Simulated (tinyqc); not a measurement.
RHF in the sto-6g basis, for H3+, spin multiplicity 1, step by step. One step of it, computed by the program tinyqc.

Task: Iteration 8 (converged): orbitals. Diagonalise F' = X^T F X, C = X C', fill 1 alpha and 1 beta electrons from the bottom; D = 2 C_occ C_occ^T. Each column has its largest component positive (the first on a tie).

converged F (hartree), order 1H 1s, 2H 1s, 3H 1s:
$$\begin{pmatrix}
-0.888885 & -0.738245 & -0.733372 \\
-0.738245 & -0.624942 & -0.351414 \\
-0.733372 & -0.351414 & -0.622349
\end{pmatrix}$$

X, order 1H 1s, 2H 1s, 3H 1s:
$$\begin{pmatrix}
1.359006 & -0.402110 & -0.398188 \\
-0.402110 & 1.169296 & 0.068046 \\
-0.398188 & 0.068046 & 1.166170
\end{pmatrix}$$

Give: F' = X^T F X; orbital energies; coefficients C; D after iteration 8.

Result:

F' = X^T F X (hartree):
$$\begin{pmatrix}
-0.3534 & -0.5081 & -0.5036 \\
-0.5081 & -0.3226 & 0.0054 \\
-0.5036 & 0.0054 & -0.3249
\end{pmatrix}$$

orbital energies (hartree): MO1 -1.0514, MO2 -0.3292, MO3 0.3798

coefficients C, order 1H 1s, 2H 1s, 3H 1s:
$$\begin{pmatrix}
0.5774 & -0.0018 & 1.3541 \\
0.3248 & -0.7742 & -0.9103 \\
0.3229 & 0.7810 & -0.8994
\end{pmatrix}$$

D after iteration 8, order 1H 1s, 2H 1s, 3H 1s:
$$\begin{pmatrix}
0.6669 & 0.3751 & 0.3729 \\
0.3751 & 0.2110 & 0.2098 \\
0.3729 & 0.2098 & 0.2086
\end{pmatrix}$$
